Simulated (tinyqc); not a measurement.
# Worked calculation: Schottky emission and Poole-Frenkel conduction in an insulator, and how to tell them apart

Computed by the program tinyqc: `OMP_NUM_THREADS=1 python tinyqc.py 2370056 2370057 out.jsonl`, one thread of a shared Intel Xeon 2.30GHz, about 0.01 s for the whole run. Printed values are rounded.

Schottky emission (electrode-limited): J = As T^2 exp[-(pb - b sqrt(F))/Vt], b = sqrt(q/(4 pi eps0 ei)). Poole-Frenkel emission (bulk-limited): J = s0 F exp[-(pt - 2 b sqrt(F))/Vt]. F in V/cm.

Inputs (values chosen for the exercise); dielectric values close to those of zirconium oxide:
- T = 325 K (temperature)
- ei = 4.4 (high-frequency relative permittivity)
- es = 23.8 (static relative permittivity)
- pt = 1.06 eV (trap depth)
- s0 = 0.016 S/cm (Poole-Frenkel prefactor)
- pb = 1.21 eV (electrode barrier)
- As = 66 A/(cm^2 K^2) (Richardson constant)
- F = 1.2 MV/cm (field)

Constants: q = 1.602176634e-19 C, kB = 1.380649e-23 J/K, Vt = kB T/q, eps0 = 8.8541878128e-14 F/cm where lengths are in cm. Results are converted to the units shown.

## Both currents at one field

Lowerings b sqrt(F) and 2 b sqrt(F); the image-force maximum lies at sqrt(q/(16 pi eps0 ei F)) from the electrode.

Schottky lowering = 198.1710 meV
position of the barrier top = 0.8257127 nm
Poole-Frenkel lowering = 396.3421 meV
J, Schottky = 1.421900e-9 A/cm^2
J, Poole-Frenkel = 9.816379e-7 A/cm^2

Injection and bulk transport act in series, so the smaller capacity limits the current: here the electrode, by a factor of 690.

## Which mechanism made these data

```
point  F (MV/cm)  J (A/cm^2)
0           1.12    1.018e-9
1           1.97    9.468e-9
2           2.81    5.513e-8
3           3.66    2.545e-7
4            4.5    9.768e-7
```

The data come from another sample of the same dielectric, in which one mechanism alone limits the current. Fit straight lines by least squares: ln J on sqrt(F) (Schottky plot, slope b/Vt) and ln(J/F) on sqrt(F) (Poole-Frenkel plot, slope 2 b/Vt), F in V/cm, and read a permittivity from each slope. The right mechanism gives a value near ei, and in any case between ei and es.

slope of the Schottky plot = 0.006459375 (cm/V)^0.5
permittivity read as Schottky = 4.400057
slope of the Poole-Frenkel plot = 0.005155519 (cm/V)^0.5
permittivity read as Poole-Frenkel = 27.62832

Both plots are nearly straight, so straightness decides nothing. Read as Schottky the data give 4.40, which matches ei = 4.4; read as Poole-Frenkel they give 27.6, above even the static value 23.8. The data were made by Schottky emission.
